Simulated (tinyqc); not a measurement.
What each parameter does: quaternary alloy A(x)B(1-x)C(y)D(1-y) matched to a substrate.

Q(x,y) = x y Q_AC + x (1 - y) Q_AD + (1 - x) y Q_BC + (1 - x)(1 - y) Q_BD for the lattice constant. Gap, rule 1: Q(x,y) - x (1 - x)[y C_ABC + (1 - y) C_ABD] - y (1 - y)[x C_ACD + (1 - x) C_BCD]. Rule 2 (mean of ternaries): {x (1 - x)[y T_ABC(x) + (1 - y) T_ABD(x)] + y (1 - y)[x T_ACD(y) + (1 - x) T_BCD(y)]}/{x (1 - x) + y (1 - y)}, T_ABC(x) = x E_AC + (1 - x) E_BC - C_ABC x (1 - x), T_ACD(y) = y E_AC + (1 - y) E_AD - C_ACD y (1 - y), and alike. Only the Gamma valley is followed.

Matching a(x,y) = a_s gives x = (a_s - y a_BC - (1 - y) a_BD)/(y (a_AC - a_BC) + (1 - y)(a_AD - a_BD)).

Values chosen for the exercise (AC, AD, BC, BD near GaAs, GaP, InAs and InP; substrate near InP; not measured data): a = (5.65, 5.453, 6.05, 5.876) angstrom (lattice constants of AC, AD, BC, BD); Eg = (1.512, 2.912, 0.412, 1.428) eV (gaps at Gamma of AC, AD, BC, BD); Cb = (0.427, 0.702, 0.213, 0.103) eV (bowing of ABC, ABD, ACD, BCD); a_s = 5.876 angstrom (substrate); y = 0.62 (fraction of C).

x is matched anew each time.

Results for these values:
```
case       x  rule 1 (eV)  rule 2 (eV)
base  0.2639       0.9926       1.0632
```

What happens to each result for Cb = (0.512, 0.842, 0.256, 0.124) eV, all else kept?

Answer: x does not change at the printed digits; rule 1 falls from 0.9926 to 0.9657; rule 2 falls from 1.0632 to 1.0504.

The same for each parameter in turn:
```
case                                          x  rule 1 (eV)  rule 2 (eV)
base                                     0.2639       0.9926       1.0632
y = 0.63                                 0.2683       0.9865       1.0570
a_s = 5.872 angstrom                     0.2737       1.0021       1.0737
Cb = (0.512, 0.842, 0.256, 0.124) eV     0.2639       0.9657       1.0504
Eg = (1.562, 2.912, 0.412, 1.428) eV     0.2639       1.0007       1.0714
a = (5.66, 5.453, 6.05, 5.876) angstrom  0.2680       0.9965       1.0676
```

Program tinyqc; command `OMP_NUM_THREADS=1 python tinyqc.py 1080924 1080925 out.jsonl`; about 0.01 s on one thread of a shared Intel(R) Xeon(R) Processor @ 2.30GHz.
